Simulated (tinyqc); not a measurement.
# Drifting, spreading and decaying minority pulse (Haynes-Shockley), explicit time steps, step by step

tinyqc, about 0.01 s, one thread, Intel Xeon 2.30GHz (shared host): `OMP_NUM_THREADS=1 python tinyqc.py 2310108 2310109 out.jsonl` Printed values are rounded.

Low injection in a uniform field: dn/dt = D d2n/dx2 - v dn/dx - n/tau with D = mu Vt and v = mu F towards +x. Exact solution on an infinite bar for a Gaussian start at x0: n = N0 exp(-t/tau) exp(-(x - x0 - v t)^2/(2 s^2))/sqrt(2 pi s^2), s^2 = s0^2 + 2 D t.

Values chosen for this exercise; mobility close to that of germanium at room temperature:
```
symbol,value,unit,meaning
T,350,K,temperature
mu,1880,cm^2/(V s),minority-carrier mobility
F,4.2,V/cm,sweep field along the drift
hx,78,um,mesh step
tau,1.3e-5,s,lifetime
N0,8e11,cm^-2,injected sheet density
dt,3.9e-7,s,time step
s0,71,um,initial width (standard deviation)
```

Constants: q = 1.602176634e-19 C, kB = 1.380649e-23 J/K, Vt = kB T/q. Results are converted to the units shown.

## Coefficients of the scheme

Exponentially fitted fluxes: d = F hx/Vt, B(d) = d/(exp(d) - 1), k = D dt/hx^2; (L n)_i = a n_(i-1) + b n_i + c n_(i+1) with a = k B(-d), c = k B(d), b = -a - c - dt/tau. Explicit steps keep n positive for dt up to 1/[(D/hx^2)(B(d) + B(-d)) + 1/tau].

D = 56.7021 cm^2/s
v = 7896 cm/s
d = 1.08618
a = 0.595927
b = -0.827053
c = 0.201127
positivity limit of dt = 4.71554e-7 s

dt is 0.83 times the explicit limit. On this mesh the fitted flux acts like a diffusion coefficient (d/2) coth(d/2) D = 1.10 D for a travelling pulse, before the error of the time steps.

## Initial pulse

Nodes x_i = i hx, i = 1 to 12, n = 0 at nodes 0 and 13; the Gaussian at t = 0 with x0 = 4 hx.

n at t = 0, node 1 to 12 (in units of 1e13 cm^-3): [0.01968, 0.40220, 2.45848, 4.49512, 2.45848, 0.40220, 0.01968, 0.00029, 0.00000, 0.00000, 0.00000, 0.00000]

## Step 1: densities after a time step

(L n)_i = a n_(i-1) + b n_i + c n_(i+1), n = 0 beyond the ends. Explicit step: n(new) = n + L n.

n at t = 1 dt, node 1 to 12 (in units of 1e13 cm^-3): [0.08430, 0.57575, 1.56895, 2.73695, 3.18484, 1.53859, 0.24314, 0.01178, 0.00017, 0.00000, 0.00000, 0.00000]

## Step 2: densities after a time step

As before.

n at t = 2 dt, node 1 to 12 (in units of 1e13 cm^-3): [0.13038, 0.46537, 1.16493, 2.04889, 2.49128, 2.21293, 0.96131, 0.14697, 0.00705, 0.00010, 0.00000, 0.00000]

## Course in time

The same steps, now on nodes 1 to 60 (n = 0 at nodes 0 and 61), for 24 steps; centre = sum x n/sum n. Deviations are from the exact pulse, as a share of its largest value on the nodes; a run counts as stable if they stay under 100 %.

Course of the iteration:
```
step  hx sum n (cm^-2)  centre (um)  most negative n (cm^-3), 0 if none  largest deviation (% of the peak)
1           7.75669e11      343.892                                   0                               11.7
2           7.51077e11      376.301                                   0                               14.4
3           7.26499e11      409.196                                   0                               12.5
4           7.02882e11      442.086                                   0                               9.69
5           6.80242e11      474.915                                   0                               9.57
6           6.58568e11      507.636                                   0                               10.4
7           6.37790e11      540.247                                   0                               9.96
8           6.17836e11      572.753                                   0                               9.60
9           5.98645e11      605.162                                   0                               9.45
...                ...          ...                                 ...                                ...
16          4.81815e11      830.157                                   0                               9.17
17          4.67242e11      862.123                                   0                               8.96
18          4.53128e11      894.060                                   0                               9.03
19          4.39455e11      925.974                                   0                               9.00
20          4.26207e11      957.866                                   0                               9.09
21          4.13368e11      989.740                                   0                               9.24
22          4.00923e11      1021.60                                   0                               9.27
23          3.88859e11      1053.44                                   0                               9.46
24          3.77164e11      1085.27                                   0                               9.66
```

The run is stable. After 24 steps the deviation is 9.7 % of the peak. From step 1 to the last the centre has moved at 1.05 v and the content is 3.1 % below N0 exp(-t/tau). On an endless mesh these steps would give a speed of 1.03 v and a content of 0.989 times the exact one, from dt/tau = 0.0300 alone; the rest comes from the absorbing ends.
